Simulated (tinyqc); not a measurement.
Worked calculation: longitudinal sound in a periodic multilayer: transfer matrices, stop bands and folded phonons. Computed by tinyqc, a small Python program that keeps every step. Command: `OMP_NUM_THREADS=1 python tinyqc.py 3004722 3004723 out.jsonl multilayer walk`. One thread of a shared host (Intel(R) Xeon(R) Processor @ 2.30GHz), about 0.01 s of CPU time with the checks. Intermediate numbers are printed to about 7 digits and carried at full precision; extremes and crossings named in words are read from the listed rows.

Layers 1 and 2 repeat with period d = d_1 + d_2; waves travel normal to the layers, without loss. State vector (u, s): displacement u and stress divided by omega. Impedances Z = rho v are in 1e6 kg/(m^2 s).

Inputs (values chosen for the exercise, modelled on silica (layer 1), hafnia (layer 2) and silica (substrate)):
```
quantity                    value    unit
density rho_1                2.16  g/cm^3
velocity v_1                 6070     m/s
thickness d_1                19.1      nm
density rho_2                9.88  g/cm^3
velocity v_2                 5440     m/s
thickness d_2                17.6      nm
substrate density            2.18  g/cm^3
substrate velocity           5920     m/s
periods N                       5       -
frequency f                  69.3     GHz
optical wave vector q d/pi   0.13       -
```

## Impedances, mean velocity and Bragg frequency

Z = rho v; interface reflection r = (Z_2 - Z_1)/(Z_2 + Z_1) (stress amplitude, from 1 into 2); Bragg frequency f_B = 1/[2 (d_1/v_1 + d_2/v_2)]; long-wave velocity v_eff = d/sqrt[(d_1/v_1)^2 + (d_2/v_2)^2 + (Z_1/Z_2 + Z_2/Z_1)(d_1/v_1)(d_2/v_2)].

Z_1 = 13.1112

Z_2 = 53.7472

Z of the substrate = 12.9056

interface reflection r = 0.6077920

Bragg frequency f_B = 78.34637 GHz

long-wave velocity v_eff = 4566.711 m/s

## Transfer matrix of one period

A layer maps (u, s) by [[cos p, sin p/Z], [-Z sin p, cos p]], p = 2 pi f d_i/v_i; one period is M = M_2 M_1, and cos(q d) = trace(M)/2.

phase p_1 = 1.370117 rad

phase p_2 = 1.408727 rad

M:
```
            1           2
1  -0.2037491  0.01572024
2   -12.64646   -3.932261
```

trace(M)/2 = -2.068005

|trace/2| > 1: f lies in a stop band, and the amplitude falls by a factor 3.878 a period.

## Transmission through N periods

For N periods A = M^N. A wave comes from a thick layer of material 1 and leaves into the substrate (Z_s): transmitted power T = 4 Z_1 Z_s/|Z_1 A_22 + Z_s A_11 - i (Z_1 Z_s A_12 - A_21)|^2, reflected power R = 1 - T.

A = M^N:
```
           1          2
1   13.10944   3.809256
2  -3064.430  -890.3660
```

transmitted power T = 4.632280e-06

T in decibel = -53.34205 dB

## The first stop band

Gap m contains m f_B; its edges, where trace(M)/2 = (-1)^m, are found by root search. Weak-contrast estimate of the width: (4 f_B/pi) |r sin(m pi a)|, a = (d_1/v_1)/(d_1/v_1 + d_2/v_2).

lower edge = 45.76607 GHz

upper edge = 110.9116 GHz

width/f_B = 83.15061 %

transmitted power at f_B = 2.946064e-06

## The first four gaps

The formulas are those given above.

Stop bands (GHz):
```
m  lower edge  upper edge     width  weak-contrast estimate
1     45.7661    110.9116  65.14548                60.61506
2    155.3808    158.0270   2.64612                 2.64562
3    202.5164    267.5166  65.00023                60.49958
4    310.7632    316.0523   5.28906                 5.28621
```

With a = 0.493, gap 1 is the widest and gap 2 the narrowest: the layers are near a quarter wave each at f_B, so the even gaps almost close. The weak-contrast estimate misses the first width by -7.0 % at |r| = 0.61. Odd gaps open at the edge of the folded zone (q = pi/d), even ones at its centre.

## Mirror strength against the number of periods

The formulas are those given above.

Transmitted power:
```
N       T at f_B  T at f_B (dB)        T at f
1      0.2091653      -6.795103     0.2134828
2     0.01385939      -18.58256    0.01564908
3   8.306406e-04      -30.80587   0.001047353
4   4.947747e-05      -43.05593  6.966789e-05
6   1.754153e-07      -67.55932  3.079961e-07
8   6.218947e-10      -92.06283  1.361584e-09
12  7.816557e-15      -141.0698  2.660987e-14
16  9.824583e-20      -190.0769  5.200452e-19
24  1.552070e-29      -288.0909  1.986268e-28
```

At f_B each further period removes 12.25 dB at large N, which is 20 log10 of the impedance ratio, 12.25 dB, as for a quarter-wave stack; 99 % reflection needs N = 3 among these rows. At f, in a stop band, T decays as well. Values below about 1e-6 belong to the ideal stack: roughness and scattering into other modes, left out here, set a floor in a real one.

## Folded doublet seen in light scattering

Light transfers the wave vector q. Solve trace(M)/2 = cos(q d) on the first branch (Brillouin line) and on the two branches around 2 f_B (first folded doublet); 1/cm = 29.9792458 GHz.

Brillouin line = 8.067217 GHz

lower folded mode = 148.5272 GHz

upper folded mode = 164.8810 GHz

centre of the doublet = 5.227086 1/cm

splitting / twice the Brillouin frequency = 1.013594

The doublet is split by about twice the Brillouin frequency, as for a folded straight line; its centre measures the period.

Checks made by the program: trace against Rytov's formula cos p_1 cos p_2 - (1/2)(Z_1/Z_2 + Z_2/Z_1) sin p_1 sin p_2 (relative difference below 1e-10).
